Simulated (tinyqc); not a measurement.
Worked calculation: CCSD on RHF in the sto-3g basis, frozen core, for BeH2, spin multiplicity 1. One step of it, computed by the program tinyqc.

Question. Iteration 7 (converged): orbitals. Diagonalise F' = X^T F X, C = X C', fill 3 alpha and 3 beta electrons from the bottom; D = 2 C_occ C_occ^T. Each column has its largest component positive (the first on a tie).

converged F (hartree), order 1Be 1s, 1Be 2s, 1Be 2px, 1Be 2py, 1Be 2pz, 2H 1s, 3H 1s:
$$\begin{pmatrix}
-4.526484 & -1.289151 & 0.000000 & 0.000000 & 0.001692 & -0.244840 & -0.244840 \\
-1.289151 & -0.602346 & 0.000000 & 0.000000 & -0.013350 & -0.355781 & -0.355781 \\
0.000000 & 0.000000 & 0.213888 & 0.000000 & 0.000000 & 0.000000 & 0.000000 \\
0.000000 & 0.000000 & 0.000000 & -0.166097 & 0.000000 & -0.309891 & 0.309891 \\
0.001692 & -0.013350 & 0.000000 & 0.000000 & 0.212599 & -0.017665 & -0.017665 \\
-0.244840 & -0.355781 & 0.000000 & -0.309891 & -0.017665 & -0.249497 & -0.021402 \\
-0.244840 & -0.355781 & 0.000000 & 0.309891 & -0.017665 & -0.021402 & -0.249497
\end{pmatrix}$$

X, order 1Be 1s, 1Be 2s, 1Be 2px, 1Be 2py, 1Be 2pz, 2H 1s, 3H 1s:
$$\begin{pmatrix}
0.000000 & -0.382398 & 0.876556 & 0.000000 & -0.311534 & 0.265008 & 0.000000 \\
0.000000 & 1.119542 & -0.084147 & 0.000000 & -0.046759 & 0.533394 & 0.000000 \\
0.000000 & 0.000000 & 0.000000 & 1.000000 & 0.000000 & 0.000000 & 0.000000 \\
1.235268 & 0.000000 & 0.000000 & 0.000000 & 0.000000 & 0.000000 & 0.552628 \\
0.000000 & 0.083319 & 0.350411 & 0.000000 & 0.933946 & 0.037515 & 0.000000 \\
-0.885140 & -0.705559 & -0.283608 & 0.000000 & 0.102470 & 0.353580 & 0.385614 \\
0.885140 & -0.705559 & -0.283608 & 0.000000 & 0.102470 & 0.353580 & -0.385614
\end{pmatrix}$$

Give: F' = X^T F X; orbital energies; coefficients C; D after iteration 7.

Answer.

F' = X^T F X (hartree):
$$\begin{pmatrix}
0.7445 & 0.0000 & 0.0000 & 0.0000 & 0.0000 & 0.0000 & 0.0503 \\
0.0000 & 0.2801 & 0.6030 & 0.0000 & -0.2105 & 0.2580 & 0.0000 \\
0.0000 & 0.6030 & -3.0911 & 0.0000 & 1.2581 & -1.5337 & 0.0000 \\
0.0000 & 0.0000 & 0.0000 & 0.2139 & 0.0000 & 0.0000 & 0.0000 \\
0.0000 & -0.2105 & 1.2581 & 0.0000 & -0.2669 & 0.6022 & 0.0000 \\
0.0000 & 0.2580 & -1.5337 & 0.0000 & 0.6022 & -1.2828 & 0.0000 \\
0.0503 & 0.0000 & 0.0000 & 0.0000 & 0.0000 & 0.0000 & -0.3827
\end{pmatrix}$$

orbital energies (hartree): MO1 -4.5299, MO2 -0.4268, MO3 -0.3849, MO4 0.2109, MO5 0.2139, MO6 0.3851, MO7 0.7467

coefficients C, order 1Be 1s, 1Be 2s, 1Be 2px, 1Be 2py, 1Be 2pz, 2H 1s, 3H 1s:
$$\begin{pmatrix}
0.9918 & -0.2142 & 0.0000 & 0.0393 & 0.0000 & -0.2252 & 0.0000 \\
0.0314 & 0.5959 & 0.0000 & -0.1677 & 0.0000 & 1.0784 & 0.0000 \\
0.0000 & 0.0000 & 0.0000 & 0.0000 & 1.0000 & 0.0000 & 0.0000 \\
0.0000 & 0.0000 & 0.4972 & 0.0000 & 0.0000 & 0.0000 & 1.2586 \\
0.0000 & 0.0166 & 0.0000 & 0.9850 & 0.0000 & 0.1812 & 0.0000 \\
-0.0037 & 0.3922 & 0.4246 & 0.0803 & 0.0000 & -0.7440 & -0.8671 \\
-0.0037 & 0.3922 & -0.4246 & 0.0803 & 0.0000 & -0.7440 & 0.8671
\end{pmatrix}$$

D after iteration 7, order 1Be 1s, 1Be 2s, 1Be 2px, 1Be 2py, 1Be 2pz, 2H 1s, 3H 1s:
$$\begin{pmatrix}
2.0592 & -0.1930 & 0.0000 & 0.0000 & -0.0072 & -0.1754 & -0.1754 \\
-0.1930 & 0.7121 & 0.0000 & 0.0000 & 0.0198 & 0.4671 & 0.4671 \\
0.0000 & 0.0000 & 0.0000 & 0.0000 & 0.0000 & 0.0000 & 0.0000 \\
0.0000 & 0.0000 & 0.0000 & 0.4943 & 0.0000 & 0.4222 & -0.4222 \\
-0.0072 & 0.0198 & 0.0000 & 0.0000 & 0.0006 & 0.0130 & 0.0130 \\
-0.1754 & 0.4671 & 0.0000 & 0.4222 & 0.0130 & 0.6681 & -0.0530 \\
-0.1754 & 0.4671 & 0.0000 & -0.4222 & 0.0130 & -0.0530 & 0.6681
\end{pmatrix}$$
